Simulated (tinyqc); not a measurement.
Worked calculation: Kronig-Penney superlattice by transfer matrices. Values are carried at full precision from step to step, so a last printed digit may differ when a step is redone from the rounded ones.

Wells (width a, potential 0, mass mw) alternate with barriers (width b, height V0, mass mb); period d = a + b; c = hbar^2/2m0. The vector (psi, psi'/m) is continuous, and a layer of thickness t carries it by M = [[cos kt, (m/k) sin kt], [-(k/m) sin kt, cos kt]] with k = sqrt(m (E - V)/c); for E < V, k = i kappa gives [[cosh, (m/kappa) sinh], [(kappa/m) sinh, cosh]] of kappa t. A Bloch state obeys cos(q d) = tr(Mb Mw)/2.

Constants: hbar^2/2m0 = 3.80998211 eV angstrom^2; hbar = 6.58211957e-16 eV s.

Parameters, chosen for this exercise (near those of a strained Si superlattice with barriers of SiGe; shifted at random, so the results belong to these values and not to a real crystal): a = 14 angstrom (well width); b = 6 angstrom (barrier width); V0 = 0.181 eV (barrier height); mw = 0.907 m0 (mass in the wells); mb = 0.963 m0 (mass in the barriers); E = 0.0486 eV (trial energy); F = 2 kV/cm (field along the axis).

## Layer matrices at one energy

Form the matrix of the well and of the barrier at E.

k in the well = 0.10756 1/angstrom
kappa in the barrier = 0.18293 1/angstrom

Mw (angstrom units):
$$\begin{pmatrix}
0.064878 & 8.4146 \\
-0.11834 & 0.064878
\end{pmatrix}$$

Mb (angstrom units):
$$\begin{pmatrix}
1.6653 & 7.0101 \\
0.25297 & 1.6653
\end{pmatrix}$$

## The matrix of one period

Multiply M = Mb Mw and take half the trace. If its size is at most 1, E lies in a miniband and q d = arccos(tr M/2); otherwise the state decays by exp(-arccosh|tr M/2|) a period.

M:
$$\begin{pmatrix}
-0.72154 & 14.468 \\
-0.18067 & 2.2366
\end{pmatrix}$$

tr M/2 = 0.7575
q d in a band, or the decay exponent in a gap = 0.711

E lies in a miniband; det M = 1.0000, as for any such product.

## Miniband edges

The edges are the energies where tr M/2 = +1 (q = 0) or -1 (q = pi/d); the first three minibands.

Minibands:
```
band  bottom (eV)  top (eV)  width (meV)
1         0.04390   0.10765        63.75
2         0.19721   0.42971       232.49
3         0.50042   0.96227       461.85
```

1 miniband of these lies wholly below V0. The first gap is 89.6 meV wide; the single well of width a has E1 = 0.0685 eV, inside the first miniband.

## Dispersion along the axis

Solve tr M/2 = cos(q d) inside each miniband at q d/pi = 0, 1/6, ..., 1. The cosine form is E_bottom + (W/2)(1 - cos q d) with the true width W.

Energies (eV):
```
q d/pi  band 1  cosine form  band 2
0.000   0.0439       0.0439  0.4297
0.167   0.0465       0.0482  0.3921
0.333   0.0540       0.0598  0.3382
0.500   0.0663       0.0758  0.2881
0.667   0.0823       0.0917  0.2447
0.833   0.0990       0.1034  0.2114
1.000   0.1076       0.1076  0.1972
```

The cosine form, which holds for hopping between neighbouring wells alone, misses band 1 by at most 9.5 meV, 15 % of its width.

## Mass along the axis

With f(E) = tr M/2, 1 - (q d)^2/2 = 1 + f'(E_bottom)(E - E_bottom) gives m_z = -2 c f'/d^2 (f' by a central difference of 1e-6 eV at the bottom of band 1). The cosine form gives 4 c/(W d^2), W the width of band 1 between tr M/2 = +1 and -1.

f' = -53.53 1/eV
m_z = 1.020 m0
m_z of the cosine form = 0.5976 m0
W = 63.75 meV

The mass along the axis is 1.12 times mw.

## In a field along the axis

One-band picture: ladder spacing e F d, Bloch frequency e F d/(2 pi hbar), and extent W/(e F) of a Stark state, with W the width of band 1; 1 kV/cm = 1e-5 V/angstrom.

e F d = 0.400 meV
Bloch frequency = 0.097 THz
W/(e F d) = 159.38 periods

The state spreads over about 159 periods.

## Checks

- Bottom of band 1 from 121 plane waves (the mass step taken by inverting the matrix of m) against the transfer matrix, eV: both 0.0439.

Run: tinyqc, `OMP_NUM_THREADS=1 python tinyqc.py 1281685 1281686 out.jsonl`; Intel(R) Xeon(R) Processor @ 2.30GHz, one thread, shared host; about 0.1 s of CPU time with all checks.
